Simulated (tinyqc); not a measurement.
Inside a calculation (part 2 of 3). Method: UHF in the sto-6g basis, for BeH+, spin multiplicity 1. Computed by tinyqc, a small Python program that keeps every step (integrals from PySCF). Command: `OMP_NUM_THREADS=1 python tinyqc.py 24911 24912 out.jsonl` (the two numbers bound the seeds that draw the settings). One thread of a shared host (Intel(R) Xeon(R) Processor @ 2.60GHz), about 0.2 s of CPU time with the checks.

Geometry (angstrom):
```
atom        x        y        z
Be    0.00000  0.00000  0.00000
H     0.00000  0.00000  1.44400
```

## Iteration 2: diagonalisation and new density

extrapolated F(alpha) (hartree):
```
           1Be 1s    1Be 2s   1Be 2px   1Be 2py   1Be 2pz     2H 1s
1Be 1s   -5.08803  -1.37063  -0.00028  -0.00072   0.01530  -0.31144
1Be 2s   -1.37063  -0.77226  -0.02756  -0.07212  -0.12896  -0.47858
1Be 2px  -0.00028  -0.02756  -0.13978  -0.00906  -0.02729  -0.03105
1Be 2py  -0.00072  -0.07212  -0.00906  -0.16002  -0.07141  -0.08123
1Be 2pz   0.01530  -0.12896  -0.02729  -0.07141  -0.35037  -0.44905
2H 1s    -0.31144  -0.47858  -0.03105  -0.08123  -0.44905  -0.51592
```

extrapolated F(beta) (hartree):
```
           1Be 1s    1Be 2s   1Be 2px   1Be 2py   1Be 2pz     2H 1s
1Be 1s   -5.08803  -1.37063   0.00028   0.00072   0.01530  -0.31144
1Be 2s   -1.37063  -0.77226   0.02756   0.07212  -0.12896  -0.47858
1Be 2px   0.00028   0.02756  -0.13978  -0.00906   0.02729   0.03105
1Be 2py   0.00072   0.07212  -0.00906  -0.16002   0.07141   0.08123
1Be 2pz   0.01530  -0.12896   0.02729   0.07141  -0.35037  -0.44905
2H 1s    -0.31144  -0.47858   0.03105   0.08123  -0.44905  -0.51592
```

X:
```
           1Be 1s    1Be 2s  1Be 2px  1Be 2py   1Be 2pz     2H 1s
1Be 1s    1.02651  -0.14160  0.00000  0.00000  -0.01006   0.02039
1Be 2s   -0.14160   1.12733  0.00000  0.00000   0.11741  -0.29928
1Be 2px   0.00000   0.00000  1.00000  0.00000   0.00000   0.00000
1Be 2py   0.00000   0.00000  0.00000  1.00000   0.00000   0.00000
1Be 2pz  -0.01006   0.11741  0.00000  0.00000   1.13546  -0.34649
2H 1s     0.02039  -0.29928  0.00000  0.00000  -0.34649   1.23395
```

D(alpha) after iteration 1:
```
           1Be 1s    1Be 2s   1Be 2px   1Be 2py   1Be 2pz     2H 1s
1Be 1s    1.00466  -0.02282  -0.01476  -0.03863  -0.05451  -0.06837
1Be 2s   -0.02282   0.12793   0.04059   0.10620   0.14729   0.18074
1Be 2px  -0.01476   0.04059   0.01294   0.03384   0.04695   0.05762
1Be 2py  -0.03863   0.10620   0.03384   0.08855   0.12284   0.15075
1Be 2pz  -0.05451   0.14729   0.04695   0.12284   0.17039   0.20912
2H 1s    -0.06837   0.18074   0.05762   0.15075   0.20912   0.25666
```

D(beta) after iteration 1:
```
           1Be 1s    1Be 2s   1Be 2px   1Be 2py   1Be 2pz     2H 1s
1Be 1s    1.00466  -0.02282   0.01476   0.03863  -0.05451  -0.06837
1Be 2s   -0.02282   0.12793  -0.04059  -0.10620   0.14729   0.18074
1Be 2px   0.01476  -0.04059   0.01294   0.03384  -0.04695  -0.05762
1Be 2py   0.03863  -0.10620   0.03384   0.08855  -0.12284  -0.15075
1Be 2pz  -0.05451   0.14729  -0.04695  -0.12284   0.17039   0.20912
2H 1s    -0.06837   0.18074  -0.05762  -0.15075   0.20912   0.25666
```

overlap S:
```
          1Be 1s   1Be 2s  1Be 2px  1Be 2py  1Be 2pz    2H 1s
1Be 1s   1.00000  0.25476  0.00000  0.00000  0.00000  0.05724
1Be 2s   0.25476  1.00000  0.00000  0.00000  0.00000  0.41948
1Be 2px  0.00000  0.00000  1.00000  0.00000  0.00000  0.00000
1Be 2py  0.00000  0.00000  0.00000  1.00000  0.00000  0.00000
1Be 2pz  0.00000  0.00000  0.00000  0.00000  1.00000  0.49422
2H 1s    0.05724  0.41948  0.00000  0.00000  0.49422  1.00000
```

A level shift of 0.5 hartree raises the virtual space: F + shift (S - S D(s) S), with D(s) the density of one spin. Diagonalise F' = X^T F X, C = X C', fill 2 alpha and 2 beta electrons from the bottom; D(s) = C_occ C_occ^T. Each column has its largest component positive (the first on a tie).

F' = X^T F X (alpha) (hartree):
```
          1         2         3         4         5         6
1  -4.98087  -0.73683   0.00755   0.01975   0.03963  -0.02347
2  -0.73683  -0.00657  -0.04932  -0.12904  -0.09365  -0.46093
3   0.00755  -0.04932   0.35376  -0.02598  -0.05307  -0.05825
4   0.01975  -0.12904  -0.02598   0.29570  -0.13884  -0.15241
5   0.03963  -0.09365  -0.05307  -0.13884   0.19829  -0.53955
6  -0.02347  -0.46093  -0.05825  -0.15241  -0.53955   0.09342
```

orbital energies (alpha) (hartree): MO1 -5.08933, MO2 -0.69812, MO3 0.23637, MO4 0.35312, MO5 0.36369, MO6 0.78799

coefficients C (alpha):
```
              MO1       MO2       MO3       MO4       MO5       MO6
1Be 1s    0.99538  -0.14172  -0.21998   0.02976   0.00000   0.11896
1Be 2s    0.01781   0.41021   0.83646  -0.06465   0.00000  -0.72238
1Be 2px   0.00009   0.09126  -0.00105   0.34459   0.93410   0.01976
1Be 2py   0.00025   0.23876  -0.00275   0.90158  -0.35702   0.05171
1Be 2pz  -0.00237   0.39192  -0.58387  -0.05038   0.00000  -0.96237
2H 1s    -0.00108   0.50851  -0.13487  -0.20329   0.00000   1.18935
```

F' = X^T F X (beta) (hartree):
```
          1         2         3         4         5         6
1  -4.98087  -0.73683  -0.00755  -0.01975   0.03963  -0.02347
2  -0.73683  -0.00657   0.04932   0.12904  -0.09365  -0.46093
3  -0.00755   0.04932   0.35376  -0.02598   0.05307   0.05825
4  -0.01975   0.12904  -0.02598   0.29570   0.13884   0.15241
5   0.03963  -0.09365   0.05307   0.13884   0.19829  -0.53955
6  -0.02347  -0.46093   0.05825   0.15241  -0.53955   0.09342
```

orbital energies (beta) (hartree): MO1 -5.08933, MO2 -0.69812, MO3 0.23637, MO4 0.35312, MO5 0.36369, MO6 0.78799

coefficients C (beta):
```
              MO1       MO2       MO3       MO4       MO5       MO6
1Be 1s    0.99538  -0.14172  -0.21998  -0.02976   0.00000   0.11896
1Be 2s    0.01781   0.41021   0.83646   0.06465   0.00000  -0.72238
1Be 2px  -0.00009  -0.09126   0.00105   0.34459   0.93410  -0.01976
1Be 2py  -0.00025  -0.23876   0.00275   0.90158  -0.35702  -0.05171
1Be 2pz  -0.00237   0.39192  -0.58387   0.05038   0.00000  -0.96237
2H 1s    -0.00108   0.50851  -0.13487   0.20329   0.00000   1.18935
```

D(alpha) after iteration 2:
```
           1Be 1s    1Be 2s   1Be 2px   1Be 2py   1Be 2pz     2H 1s
1Be 1s    1.01086  -0.04041  -0.01284  -0.03359  -0.05790  -0.07314
1Be 2s   -0.04041   0.16859   0.03744   0.09795   0.16073   0.20858
1Be 2px  -0.01284   0.03744   0.00833   0.02179   0.03576   0.04640
1Be 2py  -0.03359   0.09795   0.02179   0.05701   0.09357   0.12141
1Be 2pz  -0.05790   0.16073   0.03576   0.09357   0.15361   0.19930
2H 1s    -0.07314   0.20858   0.04640   0.12141   0.19930   0.25858
```

D(beta) after iteration 2:
```
           1Be 1s    1Be 2s   1Be 2px   1Be 2py   1Be 2pz     2H 1s
1Be 1s    1.01086  -0.04041   0.01284   0.03359  -0.05790  -0.07314
1Be 2s   -0.04041   0.16859  -0.03744  -0.09795   0.16073   0.20858
1Be 2px   0.01284  -0.03744   0.00833   0.02179  -0.03576  -0.04640
1Be 2py   0.03359  -0.09795   0.02179   0.05701  -0.09357  -0.12141
1Be 2pz  -0.05790   0.16073  -0.03576  -0.09357   0.15361   0.19930
2H 1s    -0.07314   0.20858  -0.04640  -0.12141   0.19930   0.25858
```

## Iteration 3: building the Fock matrix

core Hamiltonian H = T + V (hartree):
```
           1Be 1s    1Be 2s   1Be 2px   1Be 2py   1Be 2pz     2H 1s
1Be 1s   -8.31250  -1.95148   0.00000   0.00000  -0.01632  -0.44534
1Be 2s   -1.95148  -2.42861   0.00000   0.00000  -0.13596  -1.04468
1Be 2px   0.00000   0.00000  -1.95259   0.00000   0.00000   0.00000
1Be 2py   0.00000   0.00000   0.00000  -1.95259   0.00000   0.00000
1Be 2pz  -0.01632  -0.13596   0.00000   0.00000  -2.05694  -1.12269
2H 1s    -0.44534  -1.04468   0.00000   0.00000  -1.12269  -1.92951
```

Two-electron integrals (ij|kl) in chemists' order, unique and non-zero (hartree):
```
(11|11) 2.30000   (21|11) 0.36188   (21|21) 0.07193   (22|11) 0.57033
(22|21) 0.13965   (22|22) 0.41777   (31|31) 0.01525   (32|31) 0.02255
(32|32) 0.09234   (33|11) 0.57033   (33|21) 0.13965   (33|22) 0.41777
(33|33) 0.45012   (41|41) 0.01525   (42|41) 0.02255   (42|42) 0.09234
(43|43) 0.02426   (44|11) 0.57033   (44|21) 0.13965   (44|22) 0.41777
(44|33) 0.40160   (44|44) 0.45012   (51|51) 0.01525   (52|51) 0.02255
(52|52) 0.09234   (53|53) 0.02426   (54|54) 0.02426   (55|11) 0.57033
(55|21) 0.13965   (55|22) 0.41777   (55|33) 0.40160   (55|44) 0.40160
(55|55) 0.45012   (61|11) 0.08358   (61|21) 0.01613   (61|22) 0.03119
(61|33) 0.03093   (61|44) 0.03093   (61|51) 0.00160   (61|52) 0.00309
(61|55) 0.03170   (61|61) 0.00383   (62|11) 0.19758   (62|21) 0.04913
(62|22) 0.15961   (62|33) 0.15363   (62|44) 0.15363   (62|51) 0.00686
(62|52) 0.04012   (62|55) 0.17157   (62|61) 0.01218   (62|62) 0.09029
(63|31) 0.00478   (63|32) 0.02164   (63|53) 0.00699   (63|63) 0.00836
(64|41) 0.00478   (64|42) 0.02164   (64|54) 0.00699   (64|64) 0.00836
(65|11) 0.21149   (65|21) 0.05326   (65|22) 0.18084   (65|33) 0.17022
(65|44) 0.17022   (65|51) 0.01110   (65|52) 0.06257   (65|55) 0.20208
(65|61) 0.01386   (65|62) 0.11647   (65|65) 0.15522   (66|11) 0.36425
(66|21) 0.09243   (66|22) 0.33498   (66|33) 0.31081   (66|44) 0.31081
(66|51) 0.01529   (66|52) 0.11446   (66|55) 0.38332   (66|61) 0.02372
(66|62) 0.24017   (66|65) 0.32901   (66|66) 0.77500
```

nuclear repulsion = 1.4658649 hartree

J_ij = sum D_kl (ij|kl) with D = D(alpha) + D(beta), K_ij = sum D_kl (ik|jl) for each spin; F = H + J - K(s); E = tr D H + tr D J / 2 - 0.5 sum_s tr D(s) K(s) + E_nn.

Coulomb J (hartree):
```
          1Be 1s   1Be 2s  1Be 2px  1Be 2py  1Be 2pz    2H 1s
1Be 1s   5.53089  0.95477  0.00000  0.00000  0.03298  0.22465
1Be 2s   0.95477  1.89573  0.00000  0.00000  0.19578  0.83115
1Be 2px  0.00000  0.00000  1.86357  0.00211  0.00000  0.00000
1Be 2py  0.00000  0.00000  0.00211  1.86830  0.00000  0.00000
1Be 2pz  0.03298  0.19578  0.00000  0.00000  1.95531  0.98893
2H 1s    0.22465  0.83115  0.00000  0.00000  0.98893  1.91937
```

exchange K(alpha) (hartree):
```
          1Be 1s   1Be 2s  1Be 2px  1Be 2py  1Be 2pz    2H 1s
1Be 1s   2.30733  0.37459  0.00021  0.00055  0.00045  0.09032
1Be 2s   0.37459  0.25081  0.02515  0.06579  0.19107  0.27242
1Be 2px  0.00021  0.02515  0.05130  0.00928  0.02345  0.02725
1Be 2py  0.00055  0.06579  0.00928  0.07203  0.06136  0.07130
1Be 2pz  0.00045  0.19107  0.02345  0.06136  0.24505  0.31307
2H 1s    0.09032  0.27242  0.02725  0.07130  0.31307  0.50659
```

exchange K(beta) (hartree):
```
           1Be 1s    1Be 2s   1Be 2px   1Be 2py   1Be 2pz     2H 1s
1Be 1s    2.30733   0.37459  -0.00021  -0.00055   0.00045   0.09032
1Be 2s    0.37459   0.25081  -0.02515  -0.06579   0.19107   0.27242
1Be 2px  -0.00021  -0.02515   0.05130   0.00928  -0.02345  -0.02725
1Be 2py  -0.00055  -0.06579   0.00928   0.07203  -0.06136  -0.07130
1Be 2pz   0.00045   0.19107  -0.02345  -0.06136   0.24505   0.31307
2H 1s     0.09032   0.27242  -0.02725  -0.07130   0.31307   0.50659
```

F(alpha) (hartree):
```
           1Be 1s    1Be 2s   1Be 2px   1Be 2py   1Be 2pz     2H 1s
1Be 1s   -5.08895  -1.37130  -0.00021  -0.00055   0.01621  -0.31101
1Be 2s   -1.37130  -0.78369  -0.02515  -0.06579  -0.13124  -0.48595
1Be 2px  -0.00021  -0.02515  -0.14031  -0.00716  -0.02345  -0.02725
1Be 2py  -0.00055  -0.06579  -0.00716  -0.15632  -0.06136  -0.07130
1Be 2pz   0.01621  -0.13124  -0.02345  -0.06136  -0.34667  -0.44682
2H 1s    -0.31101  -0.48595  -0.02725  -0.07130  -0.44682  -0.51673
```

F(beta) (hartree):
```
           1Be 1s    1Be 2s   1Be 2px   1Be 2py   1Be 2pz     2H 1s
1Be 1s   -5.08895  -1.37130   0.00021   0.00055   0.01621  -0.31101
1Be 2s   -1.37130  -0.78369   0.02515   0.06579  -0.13124  -0.48595
1Be 2px   0.00021   0.02515  -0.14031  -0.00716   0.02345   0.02725
1Be 2py   0.00055   0.06579  -0.00716  -0.15632   0.06136   0.07130
1Be 2pz   0.01621  -0.13124   0.02345   0.06136  -0.34667  -0.44682
2H 1s    -0.31101  -0.48595   0.02725   0.07130  -0.44682  -0.51673
```

total energy of this density = -14.7810317 hartree

## Iteration 3: DIIS over 3 matrices

error matrix X^T (FDS - SDF) X (alpha):
```
          1         2         3         4         5         6
1   0.00000  -0.00134   0.00189   0.00494   0.00340   0.00386
2   0.00134   0.00000  -0.01070  -0.02800  -0.02364  -0.02072
3  -0.00189   0.01070   0.00000   0.00000   0.00667   0.01101
4  -0.00494   0.02800   0.00000   0.00000   0.01746   0.02881
5  -0.00340   0.02364  -0.00667  -0.01746   0.00000   0.01126
6  -0.00386   0.02072  -0.01101  -0.02881  -0.01126   0.00000
```

B (overlaps of the stored error matrices):
```
               1              2              3
1  8.4540111e-02  3.6793605e-02  2.2174576e-02
2  3.6793605e-02  2.3744001e-02  1.7341576e-02
3  2.2174576e-02  1.7341576e-02  1.3482754e-02
```

Minimise |sum c_i e_i|^2 with sum c_i = 1: solve [B -1; -1 0][c; lambda] = [0; -1] with B_ij = tr e_i^T e_j summed over both spins, and take F = sum c_i F_i.

DIIS coefficients: 0.93591  -5.47626  5.54035

extrapolated F(alpha) (hartree):
```
           1Be 1s    1Be 2s   1Be 2px   1Be 2py   1Be 2pz     2H 1s
1Be 1s   -5.09358  -1.36712  -0.00049  -0.00129   0.02056  -0.30848
1Be 2s   -1.36712  -0.84717  -0.01244  -0.03255  -0.14317  -0.52956
1Be 2px  -0.00049  -0.01244  -0.14484   0.00569  -0.00005  -0.00540
1Be 2py  -0.00129  -0.03255   0.00569  -0.13213  -0.00014  -0.01414
1Be 2pz   0.02056  -0.14317  -0.00005  -0.00014  -0.32762  -0.43488
2H 1s    -0.30848  -0.52956  -0.00540  -0.01414  -0.43488  -0.51741
```

extrapolated F(beta) (hartree):
```
           1Be 1s    1Be 2s   1Be 2px   1Be 2py   1Be 2pz     2H 1s
1Be 1s   -5.09358  -1.36712   0.00049   0.00129   0.02056  -0.30848
1Be 2s   -1.36712  -0.84717   0.01244   0.03255  -0.14317  -0.52956
1Be 2px   0.00049   0.01244  -0.14484   0.00569   0.00005   0.00540
1Be 2py   0.00129   0.03255   0.00569  -0.13213   0.00014   0.01414
1Be 2pz   0.02056  -0.14317   0.00005   0.00014  -0.32762  -0.43488
2H 1s    -0.30848  -0.52956   0.00540   0.01414  -0.43488  -0.51741
```

## Iteration 3: diagonalisation and new density

As before.

F' = X^T F X (alpha) (hartree):
```
          1         2         3         4         5         6
1  -4.99011  -0.71753   0.00476   0.01246   0.04707  -0.01568
2  -0.71753  -0.09553  -0.03424  -0.08958  -0.11169  -0.52073
3   0.00476  -0.03424   0.35100  -0.00521  -0.02242  -0.03351
4   0.01246  -0.08958  -0.00521   0.33936  -0.05867  -0.08767
5   0.04707  -0.11169  -0.02242  -0.05867   0.22635  -0.52581
6  -0.01568  -0.52073  -0.03351  -0.08767  -0.52581   0.10446
```

orbital energies (alpha) (hartree): MO1 -5.09478, MO2 -0.71089, MO3 0.22714, MO4 0.35299, MO5 0.35951, MO6 0.80154

coefficients C (alpha):
```
              MO1       MO2       MO3       MO4       MO5       MO6
1Be 1s    0.99574  -0.16464  -0.20162   0.00000   0.04156   0.11538
1Be 2s    0.01633   0.50168   0.78146   0.00000  -0.13962  -0.71565
1Be 2px   0.00013   0.04994   0.03494   0.93410   0.35175   0.00453
1Be 2py   0.00033   0.13065   0.09141  -0.35702   0.92031   0.01186
1Be 2pz  -0.00357   0.35334  -0.62202   0.00000   0.02393  -0.95439
2H 1s    -0.00048   0.49613  -0.18925   0.00000  -0.06714   1.20258
```

F' = X^T F X (beta) (hartree):
```
          1         2         3         4         5         6
1  -4.99011  -0.71753  -0.00476  -0.01246   0.04707  -0.01568
2  -0.71753  -0.09553   0.03424   0.08958  -0.11169  -0.52073
3  -0.00476   0.03424   0.35100  -0.00521   0.02242   0.03351
4  -0.01246   0.08958  -0.00521   0.33936   0.05867   0.08767
5   0.04707  -0.11169   0.02242   0.05867   0.22635  -0.52581
6  -0.01568  -0.52073   0.03351   0.08767  -0.52581   0.10446
```

orbital energies (beta) (hartree): MO1 -5.09478, MO2 -0.71089, MO3 0.22714, MO4 0.35299, MO5 0.35951, MO6 0.80154

coefficients C (beta):
```
              MO1       MO2       MO3       MO4       MO5       MO6
1Be 1s    0.99574  -0.16464  -0.20162   0.00000  -0.04156   0.11538
1Be 2s    0.01633   0.50168   0.78146   0.00000   0.13962  -0.71565
1Be 2px  -0.00013  -0.04994  -0.03494   0.93410   0.35175  -0.00453
1Be 2py  -0.00033  -0.13065  -0.09141  -0.35702   0.92031  -0.01186
1Be 2pz  -0.00357   0.35334  -0.62202   0.00000  -0.02393  -0.95439
2H 1s    -0.00048   0.49613  -0.18925   0.00000   0.06714   1.20258
```

D(alpha) after iteration 3:
```
           1Be 1s    1Be 2s   1Be 2px   1Be 2py   1Be 2pz     2H 1s
1Be 1s    1.01860  -0.06633  -0.00810  -0.02118  -0.06173  -0.08216
1Be 2s   -0.06633   0.25195   0.02505   0.06555   0.17720   0.24889
1Be 2px  -0.00810   0.02505   0.00249   0.00652   0.01764   0.02477
1Be 2py  -0.02118   0.06555   0.00652   0.01707   0.04616   0.06482
1Be 2pz  -0.06173   0.17720   0.01764   0.04616   0.12486   0.17530
2H 1s    -0.08216   0.24889   0.02477   0.06482   0.17530   0.24615
```

D(beta) after iteration 3:
```
           1Be 1s    1Be 2s   1Be 2px   1Be 2py   1Be 2pz     2H 1s
1Be 1s    1.01860  -0.06633   0.00810   0.02118  -0.06173  -0.08216
1Be 2s   -0.06633   0.25195  -0.02505  -0.06555   0.17720   0.24889
1Be 2px   0.00810  -0.02505   0.00249   0.00652  -0.01764  -0.02477
1Be 2py   0.02118  -0.06555   0.00652   0.01707  -0.04616  -0.06482
1Be 2pz  -0.06173   0.17720  -0.01764  -0.04616   0.12486   0.17530
2H 1s    -0.08216   0.24889  -0.02477  -0.06482   0.17530   0.24615
```

## Iteration 4: building the Fock matrix

As before.

Coulomb J (hartree):
```
          1Be 1s   1Be 2s  1Be 2px  1Be 2py  1Be 2pz    2H 1s
1Be 1s   5.53851  0.95530  0.00000  0.00000  0.03384  0.22490
1Be 2s   0.95530  1.89638  0.00000  0.00000  0.19903  0.83130
1Be 2px  0.00000  0.00000  1.86673  0.00063  0.00000  0.00000
1Be 2py  0.00000  0.00000  0.00063  1.86815  0.00000  0.00000
1Be 2pz  0.03384  0.19903  0.00000  0.00000  1.95425  0.98878
2H 1s    0.22490  0.83130  0.00000  0.00000  0.98878  1.91510
```

exchange K(alpha) (hartree):
```
          1Be 1s   1Be 2s  1Be 2px  1Be 2py  1Be 2pz    2H 1s
1Be 1s   2.31089  0.37162  0.00021  0.00054  0.00003  0.08906
1Be 2s   0.37162  0.28100  0.01581  0.04136  0.20015  0.29208
1Be 2px  0.00021  0.01581  0.05487  0.00278  0.01190  0.01514
1Be 2py  0.00054  0.04136  0.00278  0.06108  0.03115  0.03960
1Be 2pz  0.00003  0.20015  0.01190  0.03115  0.23086  0.30577
2H 1s    0.08906  0.29208  0.01514  0.03960  0.30577  0.50591
```

exchange K(beta) (hartree):
```
           1Be 1s    1Be 2s   1Be 2px   1Be 2py   1Be 2pz     2H 1s
1Be 1s    2.31089   0.37162  -0.00021  -0.00054   0.00003   0.08906
1Be 2s    0.37162   0.28100  -0.01581  -0.04136   0.20015   0.29208
1Be 2px  -0.00021  -0.01581   0.05487   0.00278  -0.01190  -0.01514
1Be 2py  -0.00054  -0.04136   0.00278   0.06108  -0.03115  -0.03960
1Be 2pz   0.00003   0.20015  -0.01190  -0.03115   0.23086   0.30577
2H 1s     0.08906   0.29208  -0.01514  -0.03960   0.30577   0.50591
```

F(alpha) (hartree):
```
           1Be 1s    1Be 2s   1Be 2px   1Be 2py   1Be 2pz     2H 1s
1Be 1s   -5.08488  -1.36779  -0.00021  -0.00054   0.01749  -0.30950
1Be 2s   -1.36779  -0.81323  -0.01581  -0.04136  -0.13708  -0.50546
1Be 2px  -0.00021  -0.01581  -0.14073  -0.00215  -0.01190  -0.01514
1Be 2py  -0.00054  -0.04136  -0.00215  -0.14552  -0.03115  -0.03960
1Be 2pz   0.01749  -0.13708  -0.01190  -0.03115  -0.33355  -0.43967
2H 1s    -0.30950  -0.50546  -0.01514  -0.03960  -0.43967  -0.52032
```

F(beta) (hartree):
```
           1Be 1s    1Be 2s   1Be 2px   1Be 2py   1Be 2pz     2H 1s
1Be 1s   -5.08488  -1.36779   0.00021   0.00054   0.01749  -0.30950
1Be 2s   -1.36779  -0.81323   0.01581   0.04136  -0.13708  -0.50546
1Be 2px   0.00021   0.01581  -0.14073  -0.00215   0.01190   0.01514
1Be 2py   0.00054   0.04136  -0.00215  -0.14552   0.03115   0.03960
1Be 2pz   0.01749  -0.13708   0.01190   0.03115  -0.33355  -0.43967
2H 1s    -0.30950  -0.50546   0.01514   0.03960  -0.43967  -0.52032
```

total energy of this density = -14.8073178 hartree
